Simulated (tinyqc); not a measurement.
## Channel resistance from two points of the on-state curve

Problem. In the p-i-n model Von = V1 + 2 Vt ln(J/(1 A/cm^2)) + J Rch, with V1 independent of J. Find Rch and V1.

Inputs (values chosen for the exercise):
- T = 300 K (temperature)

Constants: q = 1.602176634e-19 C, kB = 1.380649e-23 J/K, Vt = kB T/q. Results are converted to the units shown.

Von at J = 150 and 450 A/cm^2 (V): [1.0588595, 1.4456622]

Solution. Remove the logarithmic junction term; the rest is linear in J.

Rch = 1.10 mohm cm^2
V1 = 0.635 V

Program tinyqc, `OMP_NUM_THREADS=1 python tinyqc.py 2590046 2590047 out.jsonl`; Intel Xeon 2.30GHz, shared host, one thread, about 0.01 s.
